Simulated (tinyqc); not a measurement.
Electroplating on a thin resistive seed layer: kinetics, Wagner number and the terminal effect across a wafer: one step, computed by the program tinyqc.

Current enters the seed at the rim. The bath is treated as a local resistance per area (no lateral flow in the liquid), two electrons per ion, molar volume 7.11 cm^3/mol, Faraday constant F = e N_A, kinematic viscosity 0.01 cm^2/s, omega = 2 pi x rpm/60; k_B T/e is in volts.

Task: Linear estimate of the terminal effect. Linearised: with R_t = kinetic + bath resistance the current density obeys (1/r)(r i')' = i R_s/R_t, so i = A I_0(r/l), l = sqrt(R_t/R_s); with x = R/l, edge/centre = I_0(x) and edge/mean = x I_0(x)/(2 I_1(x)). Voltage drop in the seed for a uniform current: i R_s R^2/4.

Inputs (values chosen for the exercise, of the order of those for copper plating from an acid sulfate bath): wafer radius R = 15 cm; mean current density = 9.6 mA/cm^2; temperature T = 298 K.

kinetic resistance = 5.459110 ohm cm^2

bath resistance R_b = 78.57143 ohm cm^2

sheet resistance R_s = 1.333333 ohm/square

Give: length l; x = R/l; edge over centre, linear; edge over mean, linear; drop for uniform current.

Result:

length l = 7.9387 cm

x = R/l = 1.8895

edge over centre, linear = 2.1126

edge over mean, linear = 1.3919

drop for uniform current = 720.00 mV
